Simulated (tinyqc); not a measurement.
Electromigration in a confined line: Blech product, Korhonen stress evolution and Black's law: one step, computed by the program tinyqc. Command: `OMP_NUM_THREADS=1 python tinyqc.py 3028866 3028867 out.jsonl emigr walk`. One thread of a shared host (Intel(R) Xeon(R) Processor @ 2.30GHz), about 0.01 s of CPU time with the checks.

The electron wind pushes atoms from the cathode (x = 0) to the anode (x = L); blocking ends build a back stress (tension positive). The input rho is taken not to change with temperature. d sigma/dt = d/dx [kappa (d sigma/dx + G)], with zero flux at both ends and sigma = sigma_0 at t = 0.

Task: Driving force and diffusivities. G = Z* e rho j/Omega; D = D0 exp(-E/(k_B T)); kappa = D B Omega/(k_B T); drift velocity of an unconfined line v = D Z* e rho j/(k_B T). SI: 1 micro-ohm cm = 1e-8 ohm m, 1 MA/cm^2 = 1e10 A/m^2. Temperatures in kelvin are T(C) + 273.15.

Inputs (values chosen for the exercise, close to those used for ruthenium lines):

| quantity | value | unit |
|---|---|---|
| resistivity rho | 11.2 | micro-ohm cm |
| atomic volume Omega | 13.6 | angstrom^3 |
| effective charge number Z* | 2 | - |
| prefactor D0 | 5.5e-07 | m^2/s |
| activation energy E | 1.38 | eV |
| effective modulus B | 61 | GPa |
| current density j | 1.5 | MA/cm^2 |
| test temperature T | 290 | C |

Start: thermal stress.

Constants: e = 1.602176634e-19 C; k_B = 8.617333262e-05 eV/K; k_B = 1.380649e-23 J/K.

Give: stress gradient G; diffusivity D; kappa; drift velocity.

Result:

stress gradient G = 39.58 MPa/um

diffusivity D = 2.457e-19 m^2/s

kappa = 2.621e-17 m^2/s

drift velocity = 0.06124 nm/h
